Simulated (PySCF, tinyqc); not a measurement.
Inside a calculation (part 1 of 2). Method: RHF in the 6-31g basis, for H3-, spin multiplicity 1. The basis has no diffuse functions, so it cannot describe the extra electron: this is an exercise in the method, not the real anion. The lowest restricted solution is unstable here: a spin-polarised one lies 0.1013 hartree lower (PySCF). Computed by tinyqc, a small Python program that keeps every step (integrals from PySCF). Settings: charge = -1, multiplicity = 1, basis = 6-31g, energy threshold = 1e-08, iteration cap = 74, orthogonalisation = symmetric, start = atomic densities, DIIS depth = 3, method = RHF. Command: `OMP_NUM_THREADS=1 python tinyqc.py 20079 20080 out.jsonl` (the two numbers bound the seeds that draw the settings). One thread of a shared host (Intel(R) Xeon(R) Processor @ 2.60GHz), about 0.08 s of CPU time with the checks. Later iterations appear only in the table of the cycle.

## One-electron integrals

Geometry (angstrom):
```
atom         x         y         z
H     0.000000  0.000000  0.000000
H     0.000000  0.000000  1.439000
H     0.000000  1.246000  0.719000
```

Basis 6-31g: exponents (1/bohr^2) and contraction coefficients of normalised primitives:
```
element  l (shell)   exponent  coefficient
H            s (1)  18.731137     0.033495
H            s (1)   2.825394     0.234727
H            s (1)   0.640122     0.813757
H            s (2)   0.161278     1.000000
```

Overlap, kinetic and nuclear-attraction integrals over the contracted functions; the nuclear repulsion is the sum of Za Zb / Rab.

nuclear repulsion = 1.10331184 hartree

overlap S, lower triangle:
```
          1H 1s     1H 2s     2H 1s     2H 2s     3H 1s     3H 2s
1H 1s  1.000000
1H 2s  0.658292  1.000000
2H 1s  0.067734  0.249288  1.000000
2H 2s  0.249288  0.550847  0.658292  1.000000
3H 1s  0.067835  0.249433  0.067718  0.249265  1.000000
3H 2s  0.249433  0.551044  0.249265  0.550816  0.658292  1.000000
```

kinetic energy T (hartree), lower triangle:
```
           1H 1s     1H 2s      2H 1s     2H 2s     3H 1s     3H 2s
1H 1s   1.395678
1H 2s   0.259735  0.241917
2H 1s  -0.048517  0.034490   1.395678
2H 2s   0.034490  0.080284   0.259735  0.241917
3H 1s  -0.048528  0.034548  -0.048515  0.034481  1.395678
3H 2s   0.034548  0.080345   0.034481  0.080275  0.259735  0.241917
```

nuclear attraction V (hartree), lower triangle:
```
           1H 1s      1H 2s      2H 1s      2H 2s      3H 1s      3H 2s
1H 1s  -2.388814
1H 2s  -1.226296  -1.355126
2H 1s  -0.129289  -0.470505  -2.388686
2H 2s  -0.470530  -0.807840  -1.226212  -1.355022
3H 1s  -0.129502  -0.470812  -0.129256  -0.470481  -2.388796
3H 2s  -0.470815  -0.808141  -0.470460  -0.807793  -1.226285  -1.355112
```

core Hamiltonian H = T + V (hartree), lower triangle:
```
           1H 1s      1H 2s      2H 1s      2H 2s      3H 1s      3H 2s
1H 1s  -0.993135
1H 2s  -0.966561  -1.113209
2H 1s  -0.177806  -0.436015  -0.993008
2H 2s  -0.436040  -0.727556  -0.966477  -1.113105
3H 1s  -0.178030  -0.436264  -0.177771  -0.436001  -0.993118
3H 2s  -0.436267  -0.727796  -0.435979  -0.727519  -0.966550  -1.113195
```

## Two-electron integrals

Functions are numbered as in S; the eight-fold symmetry (ij|kl) = (ji|kl) = (kl|ij) leaves the list below.

Two-electron integrals (ij|kl) in chemists' order, unique and non-zero (hartree):
```
(11|11) 1.076566   (21|11) 0.578470   (21|21) 0.329423   (22|11) 0.587396
(22|21) 0.361304   (22|22) 0.453150   (31|11) 0.045451   (31|21) 0.027630
(31|22) 0.033486   (31|31) 0.004132   (32|11) 0.110476   (32|21) 0.071142
(32|22) 0.097986   (32|31) 0.012149   (32|32) 0.046456   (33|11) 0.367374
(33|21) 0.240962   (33|22) 0.350890   (33|31) 0.045451   (33|32) 0.207248
(33|33) 1.076566   (41|11) 0.207248   (41|21) 0.119527   (41|22) 0.133765
(41|31) 0.012149   (41|32) 0.032132   (41|33) 0.110476   (41|41) 0.046456
(42|11) 0.276648   (42|21) 0.173361   (42|22) 0.226879   (42|31) 0.021364
(42|32) 0.070939   (42|33) 0.276648   (42|41) 0.070939   (42|42) 0.137500
(43|11) 0.240962   (43|21) 0.157417   (43|22) 0.227056   (43|31) 0.027630
(43|32) 0.119527   (43|33) 0.578470   (43|41) 0.071142   (43|42) 0.173361
(43|43) 0.329423   (44|11) 0.350890   (44|21) 0.227056   (44|22) 0.322695
(44|31) 0.033486   (44|32) 0.133765   (44|33) 0.587396   (44|41) 0.097986
(44|42) 0.226879   (44|43) 0.361304   (44|44) 0.453150   (51|11) 0.045528
(51|21) 0.027676   (51|22) 0.033539   (51|31) 0.002953   (51|32) 0.008258
(51|33) 0.028508   (51|41) 0.011029   (51|42) 0.018432   (51|43) 0.018555
(51|44) 0.026133   (51|51) 0.004144   (52|11) 0.110569   (52|21) 0.071200
(52|22) 0.098060   (52|31) 0.008252   (52|32) 0.026870   (52|33) 0.098609
(52|41) 0.028926   (52|42) 0.057840   (52|43) 0.064116   (52|44) 0.090907
(52|51) 0.012175   (52|52) 0.046511   (53|11) 0.028468   (53|21) 0.018529
(53|22) 0.026093   (53|31) 0.002948   (53|32) 0.011009   (53|33) 0.045439
(53|41) 0.008246   (53|42) 0.018401   (53|43) 0.027623   (53|44) 0.033478
(53|51) 0.002952   (53|52) 0.011015   (53|53) 0.004130   (54|11) 0.098579
(54|21) 0.064095   (54|22) 0.090870   (54|31) 0.008247   (54|32) 0.028902
(54|33) 0.110461   (54|41) 0.026859   (54|42) 0.057804   (54|43) 0.071133
(54|44) 0.097975   (54|51) 0.011028   (54|52) 0.044922   (54|53) 0.012144
(54|54) 0.046448   (55|11) 0.367483   (55|21) 0.241032   (55|22) 0.350971
(55|31) 0.028474   (55|32) 0.098562   (55|33) 0.367357   (55|41) 0.098586
(55|42) 0.214390   (55|43) 0.240951   (55|44) 0.350877   (55|51) 0.045528
(55|52) 0.207375   (55|53) 0.045439   (55|54) 0.207228   (55|55) 1.076566
(61|11) 0.207375   (61|21) 0.119600   (61|22) 0.133845   (61|31) 0.011017
(61|32) 0.028919   (61|33) 0.098612   (61|41) 0.044926   (61|42) 0.067530
(61|43) 0.064118   (61|44) 0.090910   (61|51) 0.012175   (61|52) 0.032175
(61|53) 0.008250   (61|54) 0.028924   (61|55) 0.110569   (61|61) 0.046511
(62|11) 0.276772   (62|21) 0.173436   (62|22) 0.226973   (62|31) 0.018411
(62|32) 0.057821   (62|33) 0.214424   (62|41) 0.067519   (62|42) 0.125019
(62|43) 0.137707   (62|44) 0.191611   (62|51) 0.021403   (62|52) 0.071009
(62|53) 0.018406   (62|54) 0.067514   (62|55) 0.276772   (62|61) 0.071009
(62|62) 0.137599   (63|11) 0.098558   (63|21) 0.064083   (63|22) 0.090857
(63|31) 0.011011   (63|32) 0.044897   (63|33) 0.207228   (63|41) 0.028903
(63|42) 0.067488   (63|43) 0.119516   (63|44) 0.133753   (63|51) 0.008257
(63|52) 0.028916   (63|53) 0.012144   (63|54) 0.032126   (63|55) 0.110461
(63|61) 0.026868   (63|62) 0.057816   (63|63) 0.046448   (64|11) 0.214384
(64|21) 0.137679   (64|22) 0.191563   (64|31) 0.018405   (64|32) 0.067490
(64|33) 0.276629   (64|41) 0.057807   (64|42) 0.124975   (64|43) 0.173349
(64|44) 0.226864   (64|51) 0.018431   (64|52) 0.067526   (64|53) 0.021357
(64|54) 0.070929   (64|55) 0.276629   (64|61) 0.057838   (64|62) 0.125013
(64|63) 0.070929   (64|64) 0.137485   (65|11) 0.241032   (65|21) 0.157460
(65|22) 0.227106   (65|31) 0.018532   (65|32) 0.064086   (65|33) 0.240951
(65|41) 0.064100   (65|42) 0.137683   (65|43) 0.157410   (65|44) 0.227049
(65|51) 0.027676   (65|52) 0.119600   (65|53) 0.027623   (65|54) 0.119516
(65|55) 0.578470   (65|61) 0.071200   (65|62) 0.173436   (65|63) 0.071133
(65|64) 0.173349   (65|65) 0.329423   (66|11) 0.350971   (66|21) 0.227106
(66|22) 0.322751   (66|31) 0.026099   (66|32) 0.090862   (66|33) 0.350877
(66|41) 0.090877   (66|42) 0.191570   (66|43) 0.227049   (66|44) 0.322687
(66|51) 0.033539   (66|52) 0.133845   (66|53) 0.033478   (66|54) 0.133753
(66|55) 0.587396   (66|61) 0.098060   (66|62) 0.226973   (66|63) 0.097975
(66|64) 0.226864   (66|65) 0.361304   (66|66) 0.453150
```

## Orthogonalisation

S = U s U^T; symmetric (Loewdin) form X = U s^(-1/2) U^T, so that X^T S X = 1.

eigenvalues of S: 0.215652  0.215722  0.364887  1.165467  1.165830  2.872442

X, lower triangle:
```
           1H 1s      1H 2s      2H 1s      2H 2s      3H 1s     3H 2s
1H 1s   1.261148
1H 2s  -0.516019   1.540396
2H 1s   0.033443   0.012211   1.261143
2H 2s   0.012235  -0.311355  -0.515997   1.540183
3H 1s   0.033439   0.012198   0.033444   0.012237   1.261147
3H 2s   0.012201  -0.311600   0.012217  -0.311317  -0.516016  1.540367
```

## Starting guess

The start is atomic minimal-basis densities projected into this basis (PySCF's MINAO start) and scaled to the electron count of each spin; this density is not idempotent, so its energy is not variational and may lie below the converged one.

D at the start, lower triangle:
```
           1H 1s     1H 2s      2H 1s     2H 2s     3H 1s     3H 2s
1H 1s   0.362117
1H 2s   0.393420  0.429072
2H 1s  -0.013543  0.002187   0.362116
2H 2s   0.002190  0.021624   0.393422  0.429078
3H 1s  -0.013541  0.002188  -0.013543  0.002190  0.362117
3H 2s   0.002188  0.021621   0.002188  0.021625  0.393420  0.429073
```

## Iteration 1: building the Fock matrix

J_ij = sum D_kl (ij|kl), K_ij = sum D_kl (ik|jl); F = H + J - 0.5 K; E = tr D H + tr D J / 2 - 0.25 tr D K + E_nn.

Coulomb J (hartree), lower triangle:
```
          1H 1s     1H 2s     2H 1s     2H 2s     3H 1s     3H 2s
1H 1s  2.077163
1H 2s  1.262051  1.608097
2H 1s  0.143745  0.498167  2.077012
2H 2s  0.498194  0.952934  1.261957  1.607989
3H 1s  0.143967  0.498482  0.143710  0.498145  2.077143
3H 2s  0.498485  0.953278  0.498122  0.952880  1.262038  1.608082
```

exchange K (hartree), lower triangle:
```
          1H 1s     1H 2s     2H 1s     2H 2s     3H 1s     3H 2s
1H 1s  1.060271
1H 2s  0.851673  0.884738
2H 1s  0.225670  0.457047  1.060214
2H 2s  0.457075  0.667364  0.851589  0.884602
3H 1s  0.225875  0.457282  0.225638  0.457038  1.060263
3H 2s  0.457286  0.667571  0.457014  0.667331  0.851662  0.884720
```

Fock matrix F (hartree), lower triangle:
```
           1H 1s      1H 2s      2H 1s      2H 2s      3H 1s     3H 2s
1H 1s   0.553892
1H 2s  -0.130347   0.052518
2H 1s  -0.146896  -0.166371   0.553897
2H 2s  -0.166383  -0.108304  -0.130315   0.052583
3H 1s  -0.147001  -0.166423  -0.146879  -0.166375   0.553893
3H 2s  -0.166425  -0.108304  -0.166365  -0.108304  -0.130342  0.052527
```

total energy of this density = -1.16140560 hartree

This density is the starting one; it is not idempotent, so its energy is not variational and may lie below the converged one.

## Iteration 1: diagonalisation and new density

Diagonalise F' = X^T F X, C = X C', fill 2 alpha and 2 beta electrons from the bottom; D = 2 C_occ C_occ^T. Each column has its largest component positive (the first on a tie).

F' = X^T F X (hartree), lower triangle:
```
           1          2          3          4          5         6
1   1.044179
2  -0.603844   0.565200
3  -0.010229  -0.084049   1.044160
4  -0.084035  -0.111347  -0.603839   0.565166
5  -0.010335  -0.084089  -0.010212  -0.084029   1.044176
6  -0.084087  -0.111381  -0.084041  -0.111342  -0.603843  0.565195
```

orbital energies (hartree): MO1 -0.160684, MO2 0.312344, MO3 0.312506, MO4 1.418513, MO5 1.418586, MO6 1.526813

coefficients C:
```
            MO1        MO2        MO3        MO4        MO5        MO6
1H 1s  0.180928  -0.098709   0.198701   0.475453  -0.956901   0.797264
1H 2s  0.288801  -0.440636   0.887607  -0.543127   1.093308  -0.526980
2H 1s  0.180884   0.221482  -0.013881  -1.066308   0.066731   0.797395
2H 2s  0.288754   0.988786  -0.062011   1.218219  -0.076252  -0.527050
3H 1s  0.180922  -0.122754  -0.184825   0.591054   0.890132   0.797282
3H 2s  0.288794  -0.547979  -0.825629  -0.675194  -1.017037  -0.526989
```

D after iteration 1, lower triangle:
```
           1H 1s      1H 2s      2H 1s      2H 2s     3H 1s     3H 2s
1H 1s   0.084956
1H 2s   0.191494   0.555132
2H 1s   0.021729  -0.090707   0.163547
2H 2s  -0.090717  -0.704605   0.542459   2.122154
3H 1s   0.089701   0.212680   0.011076  -0.138271  0.095602
3H 2s   0.212683   0.649727  -0.138259  -0.916887  0.239031  0.767366
```

## Iteration 2: building the Fock matrix

As before.

Coulomb J (hartree), lower triangle:
```
          1H 1s     1H 2s     2H 1s     2H 2s     3H 1s     3H 2s
1H 1s  1.735446
1H 2s  1.086811  1.456496
2H 1s  0.132420  0.490978  2.116053
2H 2s  0.436829  0.901063  1.287207  1.626674
3H 1s  0.127161  0.442067  0.133242  0.444486  1.786982
3H 2s  0.434732  0.872018  0.491300  0.905605  1.113943  1.479531
```

exchange K (hartree), lower triangle:
```
          1H 1s     1H 2s     2H 1s     2H 2s     3H 1s     3H 2s
1H 1s  0.616303
1H 2s  0.598353  0.734955
2H 1s  0.145008  0.387102  1.151448
2H 2s  0.320020  0.571971  0.978904  1.019881
3H 1s  0.311542  0.462938  0.118913  0.308131  0.688795
3H 2s  0.453850  0.651439  0.366125  0.559509  0.649898  0.773538
```

Fock matrix F (hartree), lower triangle:
```
           1H 1s      1H 2s      2H 1s      2H 2s      3H 1s      3H 2s
1H 1s   0.434159
1H 2s  -0.178926  -0.024191
2H 1s  -0.117889  -0.138588   0.547321
2H 2s  -0.159221  -0.112479  -0.168723   0.003628
3H 1s  -0.206640  -0.225665  -0.103986  -0.145580   0.449466
3H 2s  -0.228461  -0.181497  -0.127742  -0.101668  -0.177555  -0.020433
```

total energy of this density = -1.31975325 hartree

## Iteration 2: DIIS over 2 matrices

error matrix X^T (FDS - SDF) X:
```
           1          2          3         4          5          6
1   0.000000  -0.023281  -0.008285  0.001678  -0.008857  -0.030482
2   0.023281   0.000000  -0.015714  0.001008   0.011665  -0.008250
3   0.008285   0.015714   0.000000  0.047796  -0.000579   0.007971
4  -0.001678  -0.001008  -0.047796  0.000000  -0.012767  -0.009265
5   0.008857  -0.011665   0.000579  0.012767   0.000000  -0.018827
6   0.030482   0.008250  -0.007971  0.009265   0.018827   0.000000
```

B (overlaps of the stored error matrices):
```
               1              2
1  3.8388012e-01  3.0709049e-03
2  3.0709049e-03  1.0049465e-02
```

Minimise |sum c_i e_i|^2 with sum c_i = 1: solve [B -1; -1 0][c; lambda] = [0; -1] with B_ij = tr e_i^T e_j, and take F = sum c_i F_i.

DIIS coefficients: 0.017996  0.982004

extrapolated F (hartree), lower triangle:
```
           1H 1s      1H 2s      2H 1s      2H 2s      3H 1s      3H 2s
1H 1s   0.436313
1H 2s  -0.178052  -0.022810
2H 1s  -0.118411  -0.139088   0.547439
2H 2s  -0.159350  -0.112404  -0.168032   0.004509
3H 1s  -0.205567  -0.224599  -0.104757  -0.145954   0.451345
3H 2s  -0.227344  -0.180180  -0.128437  -0.101788  -0.176706  -0.019120
```

## Iteration 2: diagonalisation and new density

As before.

F' = X^T F X (hartree), lower triangle:
```
           1          2          3          4          5         6
1   0.896967
2  -0.565635   0.475649
3   0.007200  -0.053738   1.076569
4  -0.062829  -0.082338  -0.666049   0.501529
5  -0.051092  -0.118980   0.016332  -0.052604   0.921274
6  -0.120214  -0.154801  -0.044746  -0.070981  -0.579237  0.479149
```

orbital energies (hartree): MO1 -0.221053, MO2 0.130792, MO3 0.315536, MO4 1.273321, MO5 1.325562, MO6 1.526978

coefficients C:
```
            MO1        MO2        MO3        MO4        MO5        MO6
1H 1s  0.210831  -0.076529   0.198715  -1.157460   0.610993   0.237666
1H 2s  0.357727  -0.377164   0.881605   1.250319  -0.471667   0.014568
2H 1s  0.128563   0.231132  -0.015870   0.062288  -0.280874   1.306253
2H 2s  0.146463   1.033761  -0.075170  -0.150021   0.564069  -1.181580
3H 1s  0.202951  -0.103922  -0.185710   0.612043   1.151138   0.270382
3H 2s  0.346747  -0.497444  -0.829387  -0.773940  -1.085536  -0.019329
```

D after iteration 2, lower triangle:
```
           1H 1s      1H 2s      2H 1s      2H 2s     3H 1s     3H 2s
1H 1s   0.100613
1H 2s   0.208568   0.540443
2H 1s   0.018834  -0.082369   0.139901
2H 2s  -0.096467  -0.675008   0.515531   2.180227
3H 1s   0.101483   0.223593   0.004144  -0.155411  0.103978
3H 2s   0.222348   0.623318  -0.140793  -0.926905  0.244136  0.735368
```

## Iteration 3: building the Fock matrix

As before.

Coulomb J (hartree), lower triangle:
```
          1H 1s     1H 2s     2H 1s     2H 2s     3H 1s     3H 2s
1H 1s  1.756327
1H 2s  1.096914  1.463605
2H 1s  0.132604  0.488798  2.097383
2H 2s  0.439993  0.902049  1.279121  1.622611
3H 1s  0.127484  0.441432  0.132605  0.443242  1.782968
3H 2s  0.437742  0.872680  0.488357  0.903307  1.110954  1.475549
```

exchange K (hartree), lower triangle:
```
          1H 1s     1H 2s     2H 1s     2H 2s     3H 1s     3H 2s
1H 1s  0.651573
1H 2s  0.621625  0.748259
2H 1s  0.148187  0.384114  1.115518
2H 2s  0.331964  0.578197  0.961851  1.018218
3H 1s  0.317164  0.461751  0.110331  0.300897  0.687167
3H 2s  0.463401  0.650755  0.354821  0.552652  0.642150  0.760627
```

Fock matrix F (hartree), lower triangle:
```
           1H 1s      1H 2s      2H 1s      2H 2s      3H 1s      3H 2s
1H 1s   0.437405
1H 2s  -0.180460  -0.023734
2H 1s  -0.119296  -0.139274   0.546616
2H 2s  -0.162029  -0.114606  -0.168282   0.000397
3H 1s  -0.209128  -0.225708  -0.100331  -0.143207   0.446266
3H 2s  -0.230225  -0.180493  -0.125033  -0.100537  -0.176670  -0.017959
```

total energy of this density = -1.32206846 hartree

## Iteration 3: DIIS over 3 matrices

error matrix X^T (FDS - SDF) X:
```
           1          2          3          4          5          6
1   0.000000  -0.003132  -0.002916  -0.001683   0.000776  -0.003894
2   0.003132   0.000000  -0.004658  -0.002532   0.004198  -0.001021
3   0.002916   0.004658   0.000000   0.006881  -0.002418   0.000241
4   0.001683   0.002532  -0.006881   0.000000  -0.005713  -0.003449
5  -0.000776  -0.004198   0.002418   0.005713   0.000000  -0.005336
6   0.003894   0.001021  -0.000241   0.003449   0.005336   0.000000
```

B (overlaps of the stored error matrices), lower triangle:
```
                1              2              3
1   3.8388012e-01
2   3.0709049e-03  1.0049465e-02
3  -8.3907681e-04  1.7432542e-03  4.1985722e-04
```

As before.

DIIS coefficients: 0.004543  -0.191205  1.186662

extrapolated F (hartree), lower triangle:
```
           1H 1s      1H 2s      2H 1s      2H 2s      3H 1s      3H 2s
1H 1s   0.438554
1H 2s  -0.180526  -0.023300
2H 1s  -0.119690  -0.139528   0.546515
2H 2s  -0.162585  -0.114984  -0.168025   0.000016
3H 1s  -0.209321  -0.225446  -0.099844  -0.142859   0.446143
3H 2s  -0.230273  -0.179973  -0.124703  -0.100356  -0.176291  -0.017166
```

## Iteration 3: diagonalisation and new density

As before.

F' = X^T F X (hartree), lower triangle:
```
           1          2          3          4          5         6
1   0.903091
2  -0.570257   0.479303
3   0.006969  -0.054587   1.074305
4  -0.064301  -0.084464  -0.663346   0.492948
5  -0.054582  -0.120134   0.019730  -0.049768   0.913092
6  -0.121807  -0.153320  -0.041872  -0.069644  -0.576956  0.479972
```

orbital energies (hartree): MO1 -0.221930, MO2 0.125253, MO3 0.317807, MO4 1.278586, MO5 1.322116, MO6 1.520879

coefficients C:
```
            MO1        MO2        MO3        MO4        MO5        MO6
1H 1s  0.213431  -0.073909   0.197142  -1.052654   0.772908   0.252894
1H 2s  0.358822  -0.358182   0.890605   1.165538  -0.651707  -0.001812
2H 1s  0.125984   0.228123  -0.019939   0.032536  -0.296019   1.304712
2H 2s  0.150994   1.033127  -0.099890  -0.074794   0.590352  -1.174027
3H 1s  0.204570  -0.112292  -0.184533   0.777890   1.045165   0.270749
3H 2s  0.340113  -0.512289  -0.819658  -0.925300  -0.962739  -0.017630
```

D after iteration 3, lower triangle:
```
           1H 1s      1H 2s      2H 1s      2H 2s     3H 1s     3H 2s
1H 1s   0.102031
1H 2s   0.206113   0.514095
2H 1s   0.020057  -0.073008   0.135824
2H 2s  -0.088260  -0.631735   0.509406   2.180300
3H 1s   0.103922   0.227250   0.000312  -0.170246  0.108917
3H 2s   0.220907   0.611066  -0.148032  -0.955809  0.254206  0.756235
```
